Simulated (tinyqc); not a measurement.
Shape of the cross-section: round or elliptic silicon nanowire with anisotropic valleys (Ritz method).

Wire along x = [110] on a (001) wafer, y = [-110], z = [001]. Valley groups (w = inverse masses): A, two valleys along z: w_y = 1/mt, w_z = 1/ml, m_x = mt; B, four valleys in the wafer plane: w_y = (1/ml + 1/mt)/2, w_z = 1/mt, m_x = (ml + mt)/2.

Constants: hbar^2/2m0 = 3.80998211 eV angstrom^2.

Inputs chosen for the exercise (near those of a Si nanowire; the results hold for these values, not for the real material):
```
symbol  value  unit  meaning
ml      0.92   m0    longitudinal mass
mt      0.189  m0    transverse mass
area    56.7   nm^2  cross-section, kept fixed
hw      1.5          height over mean width
```

Equal area, hard walls, lowest level of -c (w_y d2/dy2 + w_z d2/dz2), c = hbar^2/2m0. Rectangle W x H with H/W = hw; ellipse with b/a = hw; trapezoid of height H, base W/0.8 and top 0.6 of the base; isosceles triangle of height H and base 2W. Ellipse, trapezoid and triangle by converged Ritz bases; 1 nm^2 = 100 angstrom^2.

Cases:
```
shape
rectangle
ellipse
trapezoid
triangle
```

Rank the cases by B (eV), lowest first.

Answer: ellipse, rectangle, trapezoid, triangle.

Levels:
```
shape,A (eV),B (eV),B - A (meV)
rectangle,0.0574,0.0551,-2.3
ellipse,0.0508,0.0507,-0.2
trapezoid,0.0539,0.0560,2.0
triangle,0.0407,0.0656,24.9
```

W = 61.5 angstrom
H = 92.2 angstrom

For group A the order is triangle, ellipse, trapezoid, rectangle, spanning 41 %. For group B the order is ellipse, rectangle, trapezoid, triangle, spanning 29 %. The ellipse lies below the rectangle for both groups, since corners hold little of the wave function. The triangle is lowest for A, whose light mass lies across the width and gains from the wide base. The spacing B - A of the valley groups runs from -2 to 25 meV.

Computed by tinyqc, a small Python program: `OMP_NUM_THREADS=1 python tinyqc.py 1251893 1251894 out.jsonl` (the numbers bound the seed that draws the inputs); one thread of a shared host (Intel(R) Xeon(R) Processor @ 2.30GHz), about 0.05 s for the whole set of steps.
